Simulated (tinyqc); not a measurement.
Coverage and depolarisation: effective work function and flat-band voltage of a metal/high-k/SiO2/Si stack with a dipole layer.

Constants: e^2/(4 pi eps0) = 14.39964547 eV angstrom.

Parameters, chosen for this exercise (a stack on Si capped with an yttrium-like oxide; not measured data): qd = 0.38 e (charge of a dipole); dd = 2.3 angstrom (its length); ed = 9.3 (dielectric constant in the dipole layer); al = 1 angstrom^3 (polarisability volume of a dipole).

Size of the step: linear D0 = 4 pi e2 N qd dd/ed, and D0/(1 + 9 al N^(3/2)), N in angstrom^-2, a Topping factor applied on top of ed as a model choice.

Results:
```
N (cm^-2),D0 (eV),9 al N^(3/2),D (eV)
2.0e+13,0.0340,0.0008,0.0340
1.0e+14,0.1701,0.0090,0.1685
2.0e+14,0.3401,0.0255,0.3317
4.0e+14,0.6802,0.0720,0.6345
7.0e+14,1.1904,0.1667,1.0203
1.0e+15,1.7006,0.2846,1.3238
```

Give the missing row, N (cm^-2) = 5.0e+13.

Computed row:
```
N (cm^-2)  D0 (eV)  9 al N^(3/2)  D (eV)
5.0e+13     0.0850        0.0032  0.0848
```

Depolarisation takes off 0.9 % at 1e14 and 14 % at 7e14 cm^-2. D would peak at N = (2/(9 al))^(2/3) = 3.7e+15 cm^-2, beyond the table.

Run: tinyqc, `OMP_NUM_THREADS=1 python tinyqc.py 1850452 1850453 out.jsonl`; Intel(R) Xeon(R) Processor @ 2.30GHz, one thread, shared host; about 0.01 s of CPU time with all checks.
